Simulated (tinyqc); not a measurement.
Bias-temperature instability from a Gaussian distribution of capture and emission barriers: one step, computed by the program tinyqc. Command: `OMP_NUM_THREADS=1 python tinyqc.py 3021333 3021334 out.jsonl bti walk`. One thread of a shared host (Intel(R) Xeon(R) Processor @ 2.30GHz), about 0.01 s of CPU time with the checks.

Each trap has a capture time tau_0 exp(E_c/(k_B T)) under stress and an emission time tau_0 exp(E_e/(k_B T)) after it. E_c is Gaussian, and E_e = E_c + d with d Gaussian and independent. A trap counts as filled once t_s exceeds its capture time and as emptied once t_r exceeds its emission time.

Problem. Stress. Demarcation energies E_s = k_B T ln(t_s/tau_0), E_r = k_B T ln(t_r/tau_0); mean barrier mu = mu_c - k_F F; z = (E_s - mu)/sigma_c; Phi is the standard normal distribution. Temperatures in kelvin are T(C) + 273.15. Shift without recovery dV0 = V_max Phi(z); local time exponent n = d ln dV0/d ln t_s = (k_B T/sigma_c) exp(-z^2/2)/(sqrt(2 pi) Phi(z)); apparent activation energy n E_s.

Inputs (values chosen for the exercise, for a model p-channel transistor): shift with all traps filled V_max = 85 mV; mean capture barrier at zero field mu_c = 1.64 eV; spread of capture barriers sigma_c = 0.23 eV; lowering of mu_c per field k_F = 0.041 eV/(MV/cm); oxide field F = 7.5 MV/cm; time constant tau_0 = 1e-10 s; temperature T = 175 C; stress time t_s = 2 s.

Constants: k_B = 8.617333262e-05 eV/K.

Give: E_s; mean barrier mu; z; shift without recovery dV0; time exponent n; apparent activation energy.

Solution.

E_s = 0.9160 eV

mean barrier mu = 1.3325 eV

z = -1.811

shift without recovery dV0 = 2.982 mV

time exponent n = 0.3705

apparent activation energy = 0.3394 eV

The stress has filled 3.5 % of the traps. The apparent energy 0.339 eV is only the share n of the barriers near 0.92 eV that are being crossed.
